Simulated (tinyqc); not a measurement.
Abrupt p-n junction, non-linear Poisson equation by Newton steps: capacitance and field against bias.

One dimension, p side on the left, n side on the right; net doping C = -Na for x < 0 and +Nd for x > 0. The potential psi is counted from the intrinsic level, and the quasi-Fermi potentials are flat: 0 for holes and -V for electrons, so n = ni exp((psi + V)/Vt) and p = ni exp(-psi/Vt) (Boltzmann statistics, full ionisation, no current).

The Poisson equation d/dx(eps0 eps_r dpsi/dx) = -q (p - n + C) is solved on a mesh of more than 1000 nodes that ends in neutral material (psi_p = -Vt ln(Na/ni), psi_n = Vt ln(Nd/ni) - V). C_j = q d/dV of the integral of p over x, from the linearised equation. ni = sqrt(Nc Nv) exp(-Eg/(2 Vt)), Eg in volts. Depletion approximation: Vbi = Vt ln(Na Nd/ni^2), W = sqrt(2 eps0 eps_r (Vbi - V)(1/Na + 1/Nd)/q), xp = W Nd/(Na + Nd), xn = W Na/(Na + Nd), peak field 2 (Vbi - V)/W, capacitance eps0 eps_r/W. The last column applies it to an abrupt Na-Nd junction.

Inputs (values chosen for the exercise); band and dielectric values those of a made-up semiconductor:
```
symbol    value   unit                                 meaning
T           273      K                             temperature
Eg         1.82     eV                                band gap
eps_r      8.98                          relative permittivity
Nc      7.49e17  cm^-3  conduction-band density of states at T
Nv      1.37e19  cm^-3     valence-band density of states at T
Na       1.9e17  cm^-3          acceptor density of the p side
Nd       1.8e17  cm^-3             donor density of the n side
```

Constants: q = 1.602176634e-19 C, kB = 1.380649e-23 J/K, Vt = kB T/q, eps0 = 8.8541878128e-14 F/cm where lengths are in cm. Results are converted to the units shown.

Results:
```
V (V)  peak |E| (kV/cm)  C_j (nF/cm^2)  1/C_j^2 (cm^4/uF^2)  eps0 eps_r/C_j (nm)  abrupt depletion C (nF/cm^2)
0                 247.1          59.94                278.3                132.7                         59.10
-0.86             305.1          48.54                424.4                163.8                         48.09
-1.71             353.2          41.93                568.8                189.6                         41.64
-3.43             434.5          34.08                860.9                233.3                         33.92
-4.29             470.0          31.51                 1007                252.3                         31.39
-5.14             502.5          29.47                 1151                269.8                         29.37
-6                533.4          27.76                 1297                286.4                         27.68
```

Estimate the missing row, V = -2.57 V.

Computed row:
```
V (V)  peak |E| (kV/cm)  C_j (nF/cm^2)  1/C_j^2 (cm^4/uF^2)  eps0 eps_r/C_j (nm)  abrupt depletion C (nF/cm^2)
-2.57             396.0          37.40                714.9                212.6                         37.19
```

With this row back in the table: With V going from 0 to -6 V, C_j falls from 59.9 to 27.8 nF/cm^2 and the peak field rises from 247 to 533 kV/cm. The slope of 1/C_j^2, read as N = 2/(q eps0 eps_r |slope|), gives 9.24e16 cm^-3 between the first two rows and 9.24e16 cm^-3 between the last two, against Na Nd/(Na + Nd) = 9.24e16 cm^-3; the slopes of all rows agree within 0.01 %, as for uniform doping at both edges. At the end C_j goes as (Vbi - V)^(-0.50) with Vbi = 1.69 V, and it is 0.31 % above the abrupt depletion formula (at the first row 1.4 % above it).

Numbers from tinyqc (`OMP_NUM_THREADS=1 python tinyqc.py 2000146 2000147 out.jsonl`; about 0.02 s on one thread of a shared Intel Xeon 2.30GHz).
